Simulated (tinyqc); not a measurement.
Abrupt p-n junction, non-linear Poisson equation by Newton steps: effect of the doping Nd.

One dimension, p side on the left, n side on the right; net doping C = -Na for x < 0 and +Nd for x > 0. The potential psi is counted from the intrinsic level, and the quasi-Fermi potentials are flat: 0 for holes and -V for electrons, so n = ni exp((psi + V)/Vt) and p = ni exp(-psi/Vt) (Boltzmann statistics, full ionisation, no current). Under reverse bias this makes the minority densities vanishingly small everywhere; they play no part in the charge.

ni = sqrt(Nc Nv) exp(-Eg/(2 Vt)), Eg in volts. Depletion approximation: Vbi = Vt ln(Na Nd/ni^2), W = sqrt(2 eps0 eps_r (Vbi - V)(1/Na + 1/Nd)/q), xp = W Nd/(Na + Nd), xn = W Na/(Na + Nd), peak field 2 (Vbi - V)/W, capacitance eps0 eps_r/W. Exact first integral for an abrupt junction with thick neutral sides: psi_p = -Vt ln(Na/ni), psi_n = Vt ln(Nd/ni) - V, psi_j = (Nd psi_n + Na psi_p - Vt (Nd - Na))/(Na + Nd) at the junction, n_j = ni exp((psi_j + V)/Vt), p_j = ni exp(-psi_j/Vt), and E_j^2 = (2 q/(eps0 eps_r)) [Nd (psi_n - psi_j - Vt) + Vt (n_j + p_j)] (minority densities of the neutral sides neglected).

Parameters, values chosen for the exercise; band and dielectric values those of a made-up semiconductor:
- T = 300 K (temperature)
- Eg = 2.63 eV (band gap)
- eps_r = 7.61 (relative permittivity)
- Nc = 1.89e18 cm^-3 (conduction-band density of states at T)
- Nv = 5.96e19 cm^-3 (valence-band density of states at T)
- Na = 9.2e17 cm^-3 (acceptor density of the p side)
- V = -6.4 V (bias of the p side against the n side)

Constants: q = 1.602176634e-19 C, kB = 1.380649e-23 J/K, Vt = kB T/q, eps0 = 8.8541878128e-14 F/cm where lengths are in cm. Results are converted to the units shown.

The same in every row: ni (cm^-3) = 8.606e-4.

Results:

| Nd (cm^-3) | Vbi (V) | W (nm) | share of W on the n side (%) | peak field, depletion (kV/cm) | peak field, exact (kV/cm) |
|---|---|---|---|---|---|
| 3.1e16 | 2.416 | 497.3 | 96.74 | 354.6 | 353.5 |
| 7.7e16 | 2.439 | 323.5 | 92.28 | 546.5 | 544.9 |
| 4.9e17 | 2.487 | 152.9 | 65.25 | 1162 | 1159 |
| 1.2e18 | 2.510 | 120.0 | 43.40 | 1485 | 1481 |
| 3.1e18 | 2.535 | 102.9 | 22.89 | 1736 | 1731 |
| 7.9e18 | 2.559 | 95.63 | 10.43 | 1874 | 1868 |
| 2e19 | 2.583 | 92.69 | 4.398 | 1938 | 1933 |

Estimate the missing row, Nd = 2e17 cm^-3.

Computed row:

| Nd (cm^-3) | Vbi (V) | W (nm) | share of W on the n side (%) | peak field, depletion (kV/cm) | peak field, exact (kV/cm) |
|---|---|---|---|---|---|
| 2e17 | 2.464 | 213.0 | 82.14 | 832.2 | 829.8 |

With this row back in the table: As Nd rises, Vbi rises from 2.42 to 2.58 V, 59.5 mV a decade (Vt ln 10), and W falls from 497 to 92.7 nm. The exponent d ln W/d ln Nd is -0.47 between the first two rows and -0.03 between the last two: the lighter-doped side sets the width, and Nd passes Na = 9.2e17 cm^-3 within the table. The depletion field is 0.29 % above the exact one in the first row and 0.29 % above it in the last. For Nd = 4.9e17, 1.2e18, 3.1e18, 7.9e18, 2e19 the doping exceeds a fifth of the band density of states, where Boltzmann statistics begin to fail.

Computed by the program tinyqc: `OMP_NUM_THREADS=1 python tinyqc.py 2000117 2000118 out.jsonl`, one thread of a shared Intel Xeon 2.30GHz, about 0.01 s for the whole run.
